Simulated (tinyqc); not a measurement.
From results to parameters: two-site tight-binding chain. Computed by the program tinyqc.

Problem. A two-site chain has site energies +delta (A) and -delta (B) and hoppings t1 > t2 > 0, so E = +/- sqrt(delta^2 + |t1 + t2 exp(-ika)|^2). Find delta, t1 and t2.

upper band at k = 0 = 1.629755 eV
upper band at the zone edge = 0.729178 eV
weight of the upper band on site A at the zone edge = 0.712568

Solution. The weight on A is (1 + delta/E)/2, which gives delta; then t1 + t2 = sqrt(E(0)^2 - delta^2) and t1 - t2 = sqrt(E(edge)^2 - delta^2).

delta, t1, t2 (eV): 0.3100  1.1300  0.4700
